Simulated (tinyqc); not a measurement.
# Read current of a NAND string, cells in series solved by shooting: effect of the position of the selected cell

Cells in series, numbered from 0 at the source line (0 V) to the bit line, each followed by a gap resistance Rg. A cell with gate Vg, threshold VT, source Vs and drain Vd passes I = 2 nf K Vt^2 [F(Vs) - F(Vd)]/(1 + th max(Vg - VT, 0)), F(V) = ln^2(1 + exp((Vg - VT - nf V)/(2 nf Vt))). The selected cell has Vg = Vr, the others Vg = Vp.

For a trial current I start at 0 V and, cell by cell, solve for the drain: sqrt(F(Vd)) = sqrt(F(Vs) - I/k), k = 2 nf K Vt^2/(1 + th max(Vg - VT, 0)), Vd = [Vg - VT - 2 nf Vt ln(exp(sqrt F) - 1)]/nf, then add I Rg. The string current is the I for which the last node reaches Vbl. The apparent threshold is the Vr at which I = Is. Background: all other cells erased (VT = Ve) or all in the highest state (VT = Vh); ratio and shift are high over erased and high minus erased. The string has 32 cells, numbered from the source.

Values chosen for this exercise; values of the order met in vertical NAND strings: temperature T = 358 K; gain factor of a cell K = 25 uA/V^2; slope factor nf = 1.6; mobility reduction factor th = 0.09 1/V; resistance of the gap between cells Rg = 28 kohm; bit-line voltage Vbl = 0.5 V; pass voltage Vp = 5.7 V; threshold of an erased cell Ve = -2.3 V; threshold of the highest state Vh = 3.4 V; threshold of the selected cell Vx = 0.5 V; sensing current Is = 10 nA; read voltage on the selected word line Vr = 1.8 V.

Constants: q = 1.602176634e-19 C, kB = 1.380649e-23 J/K, Vt = kB T/q. Results are converted to the units shown.

Effect of the position of the selected cell:
columns A: j; B: I, others erased (uA); C: I, others high (uA); D: ratio; E: apparent VT, erased (V); F: apparent VT, high (V); G: background shift (mV)
```
A        B       C       D       E       F         G
0   0.4126  0.2894  0.7016  0.4182  0.4182  2.740e-6
4   0.4117  0.2892  0.7025  0.4206  0.4214    0.7938
9   0.4103  0.2888  0.7038  0.4235  0.4253     1.788
13  0.4090  0.2883  0.7050  0.4258  0.4284     2.586
18  0.4069  0.2876  0.7069  0.4288  0.4324     3.585
22  0.4048  0.2869  0.7088  0.4311  0.4355     4.387
27  0.4013  0.2856  0.7117  0.4340  0.4394     5.391
31  0.3976  0.2841  0.7144  0.4364  0.4426     6.196
```

From the source end to the bit-line end the apparent VT with high neighbours rises from 0.4182 to 0.4426 V and the background shift rises from 2.74e-6 to 6.20 mV. Cells and gaps on the source side raise the source of the selected cell, which costs nf times that voltage in gate drive; those on the drain side only lower its drain voltage.

Computed by the program tinyqc: `OMP_NUM_THREADS=1 python tinyqc.py 2142206 2142207 out.jsonl`, one thread of a shared Intel Xeon 2.30GHz, about 0.5 s for the whole run.
